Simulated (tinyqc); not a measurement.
Worked calculation: thin-film optics by transfer matrices. Values are carried at full precision from step to step, so a last printed digit may differ when a step is redone from the rounded ones.

Indices N = n + i k. Snell: N0 sin(theta) = N_j sin(theta_j), with Im(N_j cos theta_j) >= 0. Admittance y_j = N_j cos theta_j for s and N_j/cos theta_j for p. Phase delta_j = 2 pi N_j cos theta_j d_j/lambda. Layer matrix [[cos delta, -i sin delta/y], [-i y sin delta, cos delta]], multiplied from the top down to M. (B, C) = M (1, y_sub); r = (y0 B - C)/(y0 B + C), R = |r|^2, T = 4 Re y0 Re y_sub/|y0 B + C|^2, absorbed in the films 1 - R - T.

Values chosen for the exercise (indices near those of Si3N4, SiO2 on Cu; the results hold for these values, not for the real material): lam = 633 nm (vacuum wavelength); n0 = 1 (ambient index); n = (2.056, 1.446, 0.274) (n of Si3N4, SiO2, substrate); k = (0, 0, 3.406) (k in the same order); d = (73, 80.9) nm (thicknesses, top first); theta = 30 degrees (angle of incidence); pol = p (polarisation).

## Angles, admittances and phases

Form cos theta_j, y_j and delta_j.

cos theta_j: ambient 0.8660, film 1 0.9700, film 2 0.9383, substrate 1.0105+0.0017i

y_j: ambient 1.1547, film 1 2.1196, film 2 1.5411, substrate 0.2768+3.3701i

delta_j (rad): film 1 1.4451, film 2 1.0895

## Layer matrices and their product

Form each matrix and multiply from the top down.

matrix of film 1:
```
          1         2
1    0.1254  -0.4681i
2  -2.1029i    0.1254
```

matrix of film 2:
```
          1         2
1    0.4629  -0.5752i
2  -1.3660i    0.4629
```

M:
```
          1         2
1   -0.5813  -0.2888i
2  -1.1447i   -1.1515
```

Each matrix has determinant 1, and so has M.

## Reflection and transmission

Close the stack on the substrate.

B, C: 0.3920-0.0799i  -0.3187-5.0255i

r = -0.9593+0.1758i
R = 0.9512
T into the substrate = 0.0488
absorbed in the films = 0.0000

The bare substrate would reflect 0.9046.

## Ellipsometric angles

Ellipsometry: rho = tan(Psi) exp(i Delta) = -conj(r_p/r_s) with the r of the admittance formula, Delta in 0 to 360 degrees, so that a bare dielectric at small angles gives Delta = 180.

Repeat the steps for both polarisations.

r_s = -0.9687+0.1710i
r_p = -0.9593+0.1758i
Psi = 44.75 degrees
Delta = 180.37 degrees

## Checks

- R against the recursion of Airy sums from the substrate up: both 0.95122.

Program tinyqc; command `OMP_NUM_THREADS=1 python tinyqc.py 1650183 1650184 out.jsonl`; about 0.01 s on one thread of a shared Intel(R) Xeon(R) Processor @ 2.30GHz.
